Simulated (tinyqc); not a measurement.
Phonon-assisted absorption at an indirect gap: one step. The four branches at one energy. Three cases, with inputs chosen for the exercise.

Question. Evaluate the occupations and each term.

alpha(E) = sum_j A_j [N_j (E - Eg + w_j)^2 + (N_j + 1)(E - Eg - w_j)^2], each bracket counted only where its base is positive; N_j = 1/(exp(w_j/kB T) - 1). The first term absorbs a phonon and the second emits one; excitons and direct transitions are left out.

Constants: kB = 8.617333262e-05 eV/K.

Case 1.

Values chosen (loosely those of Si at room temperature; Eg is not tied to T; the results hold for these values, not for the real material): Eg = 1.14 eV (indirect gap, held fixed unless listed); w = (56.1, 17.5) meV (two zone-edge phonons); A = (3600, 530) 1/(cm eV^2) (their strengths); T = 500 K; E = 1.211 eV (photon energy).

Case 2.

Values chosen (loosely those of Si at room temperature; Eg is not tied to T; the results hold for these values, not for the real material): Eg = 1.123 eV (indirect gap, held fixed unless listed); w = (58.5, 18.3) meV (two zone-edge phonons); A = (2800, 610) 1/(cm eV^2) (their strengths); T = 300 K; E = 1.415 eV (photon energy).

Case 3.

Values chosen (loosely those of SiGe at room temperature; Eg is not tied to T; the results hold for these values, not for the real material): Eg = 0.935 eV (indirect gap, held fixed unless listed); w = (48.6, 15) meV (two zone-edge phonons); A = (3800, 620) 1/(cm eV^2) (their strengths); T = 500 K; E = 0.91 eV (photon energy).

Give: N_j; terms with phonon absorption; terms with phonon emission; alpha; wavelength hc/E (hc = 1239.841984 eV nm).

Answer.

Case 1.

N_j: 0.3736  1.996

terms with phonon absorption (1/cm): 21.73  8.285

terms with phonon emission (1/cm): 1.098  4.545

alpha = 35.65 1/cm
wavelength hc/E (hc = 1239.841984 eV nm) = 1023.8 nm

Phonon absorption supplies 84.2 % of alpha; the depth 1/alpha is 280 micrometre.

Case 2.

N_j: 0.1161  0.9712

terms with phonon absorption (1/cm): 39.95  57.04

terms with phonon emission (1/cm): 170.4  90.08

alpha = 357.5 1/cm
wavelength hc/E (hc = 1239.841984 eV nm) = 876.2 nm

Phonon absorption supplies 27.1 % of alpha; the depth 1/alpha is 28 micrometre.

Case 3.

N_j: 0.4786  2.401

terms with phonon absorption (1/cm): 1.013  0

terms with phonon emission (1/cm): 0  0

alpha = 1.013 1/cm
wavelength hc/E (hc = 1239.841984 eV nm) = 1362.5 nm

Phonon absorption supplies 100.0 % of alpha; the depth 1/alpha is 9.87e+03 micrometre.

Computed by tinyqc, one run a case: `OMP_NUM_THREADS=1 python tinyqc.py N N+1 out.jsonl` with N = 1652203, 1652361, 1652487; one thread of a shared Intel(R) Xeon(R) Processor @ 2.30GHz, about 0.01 s a run at most.
